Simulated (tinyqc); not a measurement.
Worked calculation: two-sublattice mean-field magnet: ferrimagnet, compensation points and susceptibility. Computed by tinyqc, a small Python program that keeps every step. Command: `OMP_NUM_THREADS=1 python tinyqc.py 3002343 3002344 out.jsonl ferri walk`. One thread of a shared host (Intel(R) Xeon(R) Processor @ 2.30GHz), about 0.01 s of CPU time with the checks. Intermediate numbers are printed to about 6 digits and carried at full precision; extremes and crossings named in words are read from the listed rows.

A random alloy A(1-x)B(x) with H = -sum over pairs J S_i.S_j. a = <S_A> and b = <S_B> are taken along z, a > 0. Exchange fields: h_A = (1 - x) zJ_AA a + x zJ_AB b, h_B = (1 - x) zJ_AB a + x zJ_BB b; a = S_A B_(S_A)(S_A h_A/(k_B T)) and likewise for b, with the Brillouin function B_S(y) = [(2S + 1)/(2S)] coth[(2S + 1) y/(2S)] - [1/(2S)] coth[y/(2S)].

Inputs (values chosen for the exercise, for a model ferrimagnet):

| quantity | value | unit |
|---|---|---|
| spin S_A | 1 | - |
| spin S_B | 2.5 | - |
| g factor g_A | 2.1 | - |
| g factor g_B | 2 | - |
| fraction x of B sites | 0.36 | - |
| z J_AA | 87.5 | meV |
| z J_BB | 4.6 | meV |
| z J_AB | -19 | meV |
| T over T_c | 0.56 | - |
| largest number of steps | 3000 | - |

Constants: k_B = 8.617333262e-05 eV/K.

## Ordering temperature

Linearised, T (a, b) = M (a, b) with M_ij = S_i (S_i + 1) c_j zJ_ij/(3 k_B), c_A = 1 - x, c_B = x. T_c is the larger eigenvalue, and its eigenvector gives b/a at onset, (T_c - M_AA)/M_AB.

M (K):
```
          A        B
A   433.235  -52.917
B  -411.574   56.050
```

eigenvalues (K): 5.172  484.113

T_c = 484.113 K

b/a at onset = -0.961478

T = 271.104 K

The antiferromagnetic A-B coupling raises T_c by 51 K over that of A alone.

## First step

Start from a = S_A, b = -S_B and apply the equations once.

h_A = 73.1 meV

h_B = -16.3 meV

new a = 0.954488

new b = -1.60170

## Self-consistent moments

Repeat from a = S_A, b = -S_B until a and b change by less than 1e-10.

Iteration:

| step | a | b | largest change |
|---|---|---|---|
| 1 | 1.00000 | -2.50000 | 8.98300e-01 |
| 2 | 0.95449 | -1.60170 | 1.32518e-01 |
| 3 | 0.93298 | -1.46918 | 3.40997e-02 |
| 4 | 0.92633 | -1.43508 | 9.94441e-03 |
| 5 | 0.92430 | -1.42514 | 2.99845e-03 |
| 6 | 0.92368 | -1.42214 | 9.12990e-04 |
| ... | ... | ... | ... |
| 15 | 0.92340 | -1.42083 | 2.13012e-08 |
| 16 | 0.92340 | -1.42083 | 6.51358e-09 |
| 17 | 0.92340 | -1.42083 | 1.99176e-09 |
| 18 | 0.92340 | -1.42083 | 6.09049e-10 |
| 19 | 0.92340 | -1.42083 | 1.86238e-10 |
| 20 | 0.92340 | -1.42083 | 5.69493e-11 |

a = 0.923402

b = -1.42083

last change = 5.69493e-11

a is at 92 % and b at 57 % of saturation: the B spins feel the weaker field per spin and lose their order faster.

## Net moment and spin

Net moment m = (1 - x) g_A a + x g_B b in mu_B per site; net spin s = (1 - x) a + x b. At T = 0, a = S_A and b = -S_B. Effective g = m/s.

net moment m = 0.218059 mu_B

net spin s = 0.0794805

m at T = 0 = -0.456 mu_B

effective g = 2.74355

A dominates at T, the other sublattice at T = 0: a compensation point lies between.

## Compensation temperatures

Net moment m = (1 - x) g_A a + x g_B b in mu_B per site; net spin s = (1 - x) a + x b. T_M: m = 0; T_A: s = 0; searched between 0.02 and 0.97 T_c, and given as 0 if there is no change of sign.

magnetic compensation T_M = 195.147 K

angular-momentum compensation T_A = 214.359 K

T_A lies 19.2 K above T_M, because g_A > g_B.

## Moments against temperature

The formulas are those given above.

Sublattices:

| T/T_c | T (K) | a/S_A | -b/S_B | m (mu_B) |
|---|---|---|---|---|
| 0.05 | 24.206 | 1.00000 | 0.999838 | -0.455709 |
| 0.15 | 72.617 | 0.99999 | 0.967318 | -0.397185 |
| 0.30 | 145.234 | 0.99631 | 0.839798 | -0.172597 |
| 0.45 | 217.851 | 0.96939 | 0.683224 | 0.073055 |
| 0.60 | 290.468 | 0.89968 | 0.527632 | 0.259433 |
| 0.72 | 348.562 | 0.80008 | 0.408354 | 0.340271 |
| 0.84 | 406.655 | 0.63942 | 0.287019 | 0.342745 |
| 0.92 | 445.384 | 0.46798 | 0.193994 | 0.279778 |
| 0.97 | 469.590 | 0.29253 | 0.115650 | 0.184985 |

At 0.45 T_c A keeps 0.97 and B 0.68 of saturation. m changes sign once (Neel type N).

## Susceptibility above T_c

With a field B, T (a, b) = M (a, b) + (mu_B B/(3 k_B)) (g_A S_A (S_A + 1), g_B S_B (S_B + 1)). chi = m/B per site; C = mu_B [(1 - x) g_A^2 S_A (S_A + 1) + x g_B^2 S_B (S_B + 1)]/(3 k_B); the table gives C/chi, which tends to T - theta.

Inverse susceptibility:

| T (K) | C/chi (K) | T - C/chi (K) |
|---|---|---|
| 493.80 | 115.88 | 377.912 |
| 532.52 | 320.91 | 211.614 |
| 605.14 | 477.18 | 127.961 |
| 726.17 | 638.81 | 87.361 |
| 968.23 | 904.85 | 63.381 |
| 1452.34 | 1402.07 | 50.270 |
| 2420.57 | 2377.16 | 43.403 |
| 4841.13 | 4801.64 | 39.493 |

T - C/chi sinks from 378 K just above T_c to 39 K at 10 T_c, on its way to the asymptotic theta. The curve of 1/chi is a hyperbola that bends down to zero at T_c = 484 K, so a Curie-Weiss line fitted at high T misses T_c.

Checks made by the program: the fixed point (relative difference below 1e-10).
